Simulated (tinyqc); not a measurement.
# Polarisation and half-bias from two TMR values

Inverse problem. A tunnel junction has TMR = TMR0/(1 + (V/Vh)^2), TMR0 = 2 P1 P2/(1 - P1 P2). Find TMR0, Vh and P2.

Values chosen for this exercise:

| symbol | value | unit | meaning |
|---|---|---|---|
| P1 | 0.73 |  | spin polarisation of the reference layer |

TMR at 0.1 and 0.4 V (%): 126.50773  89.160434

Answer. 1/TMR is linear in V^2, and P1 P2 = TMR0/(2 + TMR0).

TMR0 = 130.1 %
Vh = 0.5900 V
P2 = 0.5400

Computed by the program tinyqc: `OMP_NUM_THREADS=1 python tinyqc.py 2450128 2450129 out.jsonl`, one thread of a shared Intel Xeon 2.30GHz, about 0.01 s for the whole run.
